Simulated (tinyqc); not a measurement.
Inside a calculation: electrons shared among three sets of ellipsoidal valleys. Values are carried at full precision from step to step, so a last printed digit may differ when a step is redone from the rounded ones.

Constants: hbar^2/2m0 = 3.80998211 eV angstrom^2; kB = 8.617333262e-05 eV/K.

Values chosen for the exercise (masses and offsets near those of Ge; mobilities are free inputs, held fixed; not measured data):
- ml = (1.668, 0.04, 0.876) m0 (longitudinal masses of L, Gamma, Delta)
- mt = (0.0782, 0.04, 0.1998) m0 (transverse masses)
- M = (4, 1, 6) (valleys in each set)
- T = 300 K
- dE = (0, 0.127, 0.182) eV (edges of L, Gamma, Delta above the first)
- n = 3.5e+19 1/cm^3 (total electron density)
- mu = (3300, 21000, 1300) cm^2/(V s) (mobility of each set)

## Masses of each set

One valley: m_d = (ml mt^2)^(1/3). Whole set: m_de = M^(2/3) m_d. Mean over three axes: 1/m_c = (1/ml + 2/mt)/3. Anisotropy K = ml/mt.

m_d, m_de, m_c (m0) and K of each set:
```
set       m_d    m_de     m_c      K
L      0.2169  0.5465  0.1146  21.33
Gamma  0.0400  0.0400  0.0400   1.00
Delta  0.3270  1.0798  0.2690   4.38
```

m_de/m_c is 4.77 for L, 1.00 for Gamma, 4.01 for Delta: many anisotropic valleys give many states at a light conductivity mass. m_c is the mean over three axes; a set that holds only some of the equivalent valleys conducts with a mass that depends on direction.

## Effective densities of states

N_i = M_i times N = 2 (m kB T/(4 pi c))^(3/2) with c = hbar^2/2m0, in 1/angstrom^3; times 1e24 for 1/cm^3, with m = (ml mt^2)^(1/3).

kT = 0.025852 eV

N_i (1/cm^3): L 1.0138e+19, Gamma 2.0075e+17, Delta 2.8156e+19

## Fermi level and populations

F_j(eta) = (1/Gamma(j + 1)) integral_0^infinity x^j dx/(1 + exp(x - eta)), which tends to exp(eta) for eta << 0.

Solve n = sum_i N_i F_1/2((EF - dE_i)/kT), energies from the edge of the first set.

EF = 0.0618 eV

eta_i: L 2.39, Gamma -2.52, Delta -4.65

n_i (1/cm^3): L 3.47e+19, Gamma 1.57e+16, Delta 2.68e+17

shares: L 0.9919, Gamma 0.0004, Delta 0.0077

L holds most electrons (99.2 %). Boltzmann weights N_i exp(-dE_i/kT) would give Gamma a share of 0.0001.

## Drift and Hall mobility of the mixture

With f_i the shares, mu_drift = sum f_i mu_i; low-field Hall mobility mu_H = sum f_i mu_i^2/mu_drift (scattering and anisotropy factors set to 1); the Hall density is n mu_drift/mu_H; rho = 1/(e n mu_drift), e = 1.602176634e-19 C.

mu_drift = 3293 cm^2/(V s)
mu_H = 3344 cm^2/(V s)
Hall density = 3.45e+19 1/cm^3
rho = 5.42e-05 ohm cm

A Hall measurement would read 98.4 % of the true density. The mobilities are of the size met in pure crystals; at this density impurities would cut them and raise rho, by a factor of two to ten or more depending on crystal and density.

## Checks

- Share of Gamma at n = 1e10 1/cm^3 against the Boltzmann weight: both 0.0001452.

Run: tinyqc, `OMP_NUM_THREADS=1 python tinyqc.py 1652251 1652252 out.jsonl`; Intel(R) Xeon(R) Processor @ 2.30GHz, one thread, shared host; about 0.01 s of CPU time with all checks.
